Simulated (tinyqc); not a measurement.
Out-diffusion of a doped substrate or buried layer into a growing epitaxial film: one step, computed by the program tinyqc.

x is counted from the original substrate surface into the film, whose surface moves as x = v t. Substrate dopant has one diffusivity; the dopant of the film is taken as uniform.

Task: Scales. D = D0 exp(-E/(k_B T)); growth time t = d/v; l = 2 sqrt(D t); growth number G = v t/l = d/l; 1 um = 1e-4 cm. Temperatures in kelvin are T(C) + 273.15.

Inputs (values chosen for the exercise, modelled on phosphorus in silicon):
```
quantity              value    unit
prefactor D0           4.09  cm^2/s
activation energy E    3.67      eV
growth rate v           2.2  um/min
film thickness d        3.1      um
growth temperature T   1000       C
```

Film doping: opposite type.

Constants: k_B = 8.617333262e-05 eV/K.

Give: diffusivity D; growth time t; length l; growth number G.

Result:

diffusivity D = 1.213e-14 cm^2/s

growth time t = 1.409 min

length l = 0.02026 um

growth number G = 153.0

The surface outruns diffusion, so the film acts as an infinite medium.
